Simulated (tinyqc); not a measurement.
# Threshold-voltage variability of a planar MOSFET, analytic estimates: what changes with what

Three independent sources add in quadrature: random dopants in the depleted layer, metal-gate grains of two orientations, and roughness of the two gate edges acting through the roll-off VT = VT(long) - Vr exp(-L/l). These are first-order estimates: no three-dimensional electrostatics, no percolation.

Inputs (values chosen for the exercise); material values close to those of silicon:
```
symbol    value   unit                                                 meaning
T           325      K                                             temperature
Eg         1.14     eV                                                band gap
eps_r      11.6                     relative permittivity of the semiconductor
Nc      3.11e19  cm^-3                  conduction-band density of states at T
Nv      3.02e19  cm^-3                     valence-band density of states at T
Na       2.7e18  cm^-3                                          channel doping
ti          2.3     nm                 oxide-equivalent thickness in inversion
L            45     nm                                             gate length
W           130     nm                                              gate width
G             5     nm                                        metal grain size
dW          0.1     eV  work-function difference of the two grain orientations
p           0.4               share of the orientation of higher work function
De          1.9     nm                          rms roughness of one gate edge
La           15     nm                     correlation length of the roughness
l           7.7     nm                  decay length of the threshold roll-off
Vr          2.4      V                               prefactor of the roll-off
```

Constants: q = 1.602176634e-19 C, kB = 1.380649e-23 J/K, Vt = kB T/q, eps0 = 8.8541878128e-14 F/cm where lengths are in cm. Results are converted to the units shown.

Each table varies one quantity; the others keep the values above.

## Effect of the oxide-equivalent thickness in inversion

ni = sqrt(Nc Nv) exp(-Eg/(2 Vt)), Eg in volts; Cox = 3.9 eps0/ti; Wd = sqrt(4 eps0 eps_r Vt ln(Na/ni)/(q Na)); dopants: s1 = (q/Cox) sqrt(Na Wd/(3 L W)). Grains: Ng = L W/G^2 (at least 1), s2 = dW sqrt(p (1 - p)/Ng). Edges, with exponential correlation and u = W/La: the mean gate length has sL^2 = 2 De^2 (2/u)[1 - (1 - exp(-u))/u]; s3 = sL (Vr/l) exp(-L/l). s = sqrt(s1^2 + s2^2 + s3^2). l and Vr are held fixed.

The same in every row: s2 (mV) = 3.2026; s3 (mV) = 1.0962.

Effect of the oxide-equivalent thickness in inversion:

| ti (nm) | s1 (mV) | s (mV) | s sqrt(L W) (mV um) |
|---|---|---|---|
| 0.8 | 6.8029 | 7.5986 | 0.58118 |
| 1.2 | 10.204 | 10.751 | 0.82231 |
| 1.6 | 13.606 | 14.021 | 1.0724 |
| 2 | 17.007 | 17.341 | 1.3263 |
| 2.4 | 20.409 | 20.688 | 1.5823 |
| 2.8 | 23.810 | 24.050 | 1.8394 |
| 3.2 | 27.212 | 27.421 | 2.0973 |

What does the comparison show?

As ti goes from 0.8 to 3.2 nm, s rises from 7.60 to 27.4 mV. The dopants are the largest source in the first and the last row. s1 goes on average as ti^(1.00).

## Effect of the gate length

Same model as above.

l and Vr are held fixed.

Effect of the gate length:

| L (nm) | s1 (mV) | s2 (mV) | s3 (mV) | s (mV) | s sqrt(L W) (mV um) |
|---|---|---|---|---|---|
| 27 | 25.250 | 4.1345 | 11.353 | 27.992 | 1.6584 |
| 33 | 22.839 | 3.7398 | 5.2083 | 23.722 | 1.5538 |
| 39 | 21.009 | 3.4401 | 2.3894 | 21.423 | 1.5254 |
| 47 | 19.138 | 3.1337 | 0.84542 | 19.411 | 1.5173 |
| 57 | 17.378 | 2.8456 | 0.23070 | 17.611 | 1.5160 |
| 68 | 15.911 | 2.6053 | 0.055288 | 16.123 | 1.5159 |
| 82 | 14.489 | 2.3724 | 0.0089744 | 14.682 | 1.5159 |
| 99 | 13.186 | 2.1592 | 9.8667e-4 | 13.362 | 1.5159 |

As L goes from 27 to 99 nm, s falls from 28.0 to 13.4 mV. The dopants are the largest source in the first and the last row. The product s sqrt(L W) falls from 1.66 to 1.52 mV um: s1 and s2 go as 1/sqrt(L W), so the change comes from s3 alone.

Computed by the program tinyqc: `OMP_NUM_THREADS=1 python tinyqc.py 2090030 2090031 out.jsonl`, one thread of a shared Intel Xeon 2.30GHz, about 0.01 s for the whole run.
